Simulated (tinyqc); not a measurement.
Nanosheet or nanowire with hard walls, valleys of the Ge type: one step. Valley masses for a [100] channel.

Four ellipsoidal valleys along <111>: inverse mass tensor w = 1/mt + (1/ml - 1/mt) a a^T with a the unit axis. Device axes: x along the channel, z = [001], y = z x x. The Gamma and Delta valleys are left out; the heavy Delta valleys, about 0.18 eV up, lie lowest once the L levels pass about 0.2 eV.

Inputs chosen for the exercise (out of a larger set: near those of Ge; not measured data): ml = 1.563 m0 (longitudinal mass); mt = 0.08 m0 (transverse mass); channel = 100 (transport direction x on a (001) wafer).

Task: Rotate w into the device axes and group equal valleys (|w_yz| counts); order by w_zz, then w_yy. 1/m_x = w_xx - w_xc w_c^-1 w_cx with c the block (y, z).

Give: Valleys.

Result:

Valleys:
```
group  valleys g    w_yy    w_zz  |w_yz|  m_x (m0)
A              4  8.5466  8.5466  3.9534    0.5743
```

The lightest transport mass, 0.574 m0, belongs to group A.

(tinyqc, `OMP_NUM_THREADS=1 python tinyqc.py 1281345 1281346 out.jsonl`, Intel(R) Xeon(R) Processor @ 2.30GHz, 1 thread, shared host, about 0.2 s.)
